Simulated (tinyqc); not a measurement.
Inside a calculation: WKB tunnelling through a gate dielectric with a two-band (Franz) dispersion. Values are carried at full precision from step to step, so a last printed digit may differ when a step is redone from the rounded ones.

Constants: hbar^2/2m0 = 3.80998211 eV angstrom^2.

Inputs chosen for the exercise (of the size used for SiO2 on silicon; not measured data): phi = 2.89 eV (barrier above the electron energy at the emitter); t = 30 angstrom (thickness); V = 1.1 V (voltage across the layer); Eg = 8.6 eV (gap of the dielectric); m = 0.51 m0 (mass at the conduction edge).

## Shape of the barrier

Field V/t (1 V/angstrom = 100 MV/cm), the end of the forbidden region x_e = min(t, phi t/V), and u there.

field = 3.67 MV/cm
x_e = 30.00 angstrom
u(x_e) = 1.790 eV

V < phi: a trapezoid, direct tunnelling through the whole layer.

## Decay constant through the layer

At depth x the conduction edge lies u(x) = phi - V x/t above the electron. Parabolic: kappa = sqrt(m u/c). Franz: kappa = sqrt(m u (1 - u/Eg)/c), which vanishes at both band edges. c = hbar^2/2m0. T = exp(-2 integral of kappa dx) over the region u > 0; no image force, no prefactor, zero transverse momentum. The region ends at x_e = min(t, phi t/V); x_e < t is the Fowler-Nordheim regime.

Nine points x = j x_e/8.

kappa (1/angstrom):
```
x (angstrom)  u (eV)  parabolic   Franz
0.000         2.8900     0.6220  0.5068
3.750         2.7525     0.6070  0.5005
7.500         2.6150     0.5916  0.4936
11.250        2.4775     0.5759  0.4859
15.000        2.3400     0.5597  0.4775
18.750        2.2025     0.5430  0.4683
22.500        2.0650     0.5258  0.4583
26.250        1.9275     0.5079  0.4474
30.000        1.7900     0.4895  0.4356
```

At the emitter the Franz value is 18.5 % below the parabolic one, the factor sqrt(1 - phi/Eg).

## The integrals by Simpson's rule

Weights 1, 4, 2, 4, 2, 4, 2, 4, 1 times a third of the spacing.

integral of kappa dx: parabolic 16.751, Franz 14.262

## The integrals in closed form

Parabolic: (2/3) sqrt(m/c) (t/V) (phi^(3/2) - u_e^(3/2)). Franz: sqrt(m/c) Eg^(3/2) (t/V) (f(phi/Eg) - f(u_e/Eg)) with f(y) = ((2y - 1) sqrt(y (1 - y)) + arcsin(sqrt y))/4. u_e = max(phi - V, 0). T = exp(-2 I).

integral of kappa dx: parabolic 16.7510, Franz 14.2622

T: parabolic 2.82e-15, Franz 4.09e-13

The two-band dispersion raises T by a factor 145.

## Checks

- Franz integral in closed form against adaptive quadrature: both 14.2622.

Computed by tinyqc, a small Python program: `OMP_NUM_THREADS=1 python tinyqc.py 1451933 1451934 out.jsonl` (the numbers bound the seed that draws the inputs); one thread of a shared host (Intel(R) Xeon(R) Processor @ 2.30GHz), about 0.01 s for the whole set of steps.
